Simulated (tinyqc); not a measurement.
# Free and trapped electrons in a MOS channel with a dense trap tail: free and trapped charge against gate voltage

p-type body, charge-sheet picture, full ionisation (an idealisation for deep acceptors), Boltzmann statistics for free electrons. e = Ec - EF at the surface. Acceptor-like traps of density D(E) = D0 + De exp(-E/Ew) at depth E below Ec, from 0 to Eu, hold n_t = integral of D(E)/(1 + exp((e - E)/Vt)). psi = Eg - Vt ln(Nv/Na) - e; N_dep = sqrt(2 eps0 eps_r Na (psi - Vt)/q); n_f = sqrt(N_dep^2 + 2 eps0 eps_r Vt Nc exp(-e/Vt)/q) - N_dep; Vg = Vfb + psi + q (N_dep + n_t + n_f)/Cox, Cox = eps0 eox/tox.

Free share n_f/(n_f + n_t); swing ln 10 n_f/(dn_f/dVg); field-effect mobility mf q (dn_f/dVg)/Cox, for a constant mf; oxide field q (N_dep + n_t + n_f)/(eps0 eox).

Parameters, values chosen for the exercise; band and dielectric values close to those of 4H silicon carbide:
```
symbol,value,unit,meaning
T,300,K,temperature
Eg,3.3,eV,band gap
eps_r,9.64,,relative permittivity
Nc,1.7e19,cm^-3,conduction-band density of states at T
Nv,2.52e19,cm^-3,valence-band density of states at T
eox,3.9,,relative permittivity of the insulator
tox,62,nm,insulator thickness
Na,1.4e16,cm^-3,acceptor density
Vfb,-2.41,V,flat-band voltage without trapped charge
D0,1.4e11,cm^-2 eV^-1,constant background density of acceptor-like traps
De,3.2e12,cm^-2 eV^-1,density of the tail at the conduction edge
Ew,0.06,eV,decay energy of the tail
Eu,0.99,eV,depth below Ec down to which the traps reach
mf,210,cm^2/(V s),mobility of free electrons
```

Constants: q = 1.602176634e-19 C, kB = 1.380649e-23 J/K, Vt = kB T/q, eps0 = 8.8541878128e-14 F/cm where lengths are in cm. Results are converted to the units shown.

Results:
columns A: Vg (V); B: e (eV); C: n_f (cm^-2); D: n_t (cm^-2); E: free share (%); F: swing (mV/decade); G: field-effect mobility (cm^2/(V s)); H: oxide field (MV/cm)
```
A             B         C         D         E        F        G       H
2.4      0.3738   1.939e6  8.680e10  0.002234    105.6  0.02553  0.3351
4.6     0.04434  4.652e11  2.343e11     66.51     3470    186.5  0.6368
5.8     0.02391  8.455e11  2.618e11     76.36     6023    195.3  0.8270
6.9     0.01080  1.205e12  2.784e11     81.24     8402    199.5   1.002
8      4.664e-4  1.571e12  2.901e11     84.42  1.081e4    202.3   1.178
9.1   -0.008094  1.941e12  2.985e11     86.67  1.323e4    204.1   1.354
10.3   -0.01603  2.348e12  3.051e11     88.50  1.590e4    205.5   1.546
11.4   -0.02236  2.723e12  3.097e11     89.79  1.836e4    206.3   1.723
```

Estimate the missing row, Vg = 3.5 V.

Computed row:
columns A: Vg (V); B: e (eV); C: n_f (cm^-2); D: n_t (cm^-2); E: free share (%); F: swing (mV/decade); G: field-effect mobility (cm^2/(V s)); H: oxide field (MV/cm)
```
A          B         C         D      E     F      G       H
3.5  0.08010  1.427e11  1.908e11  42.79  1231  161.3  0.4651
```

With this row back in the table: n_f reaches 1e11 cm^-2 at Vg = 3.34 V, against 2.82 V without traps. The free share rises from 0.00223 to 89.8 % and the field-effect mobility rises from 0.0255 to 206 cm^2/(V s), although mf = 210 is constant: in the last row 98.3 % of Cox dVg goes into free electrons. The swing in the first row is 106 mV a decade (Vt ln 10 = 59.5). For Vg = 4.6, 5.8, 6.9, 8, 9.1, 10.3, 11.4 EF lies less than 2 Vt below the band edge, or above it, where degeneracy and confinement, left out, matter.

Computed by the program tinyqc: `OMP_NUM_THREADS=1 python tinyqc.py 2222087 2222088 out.jsonl`, one thread of a shared Intel Xeon 2.30GHz, about 0.02 s for the whole run.
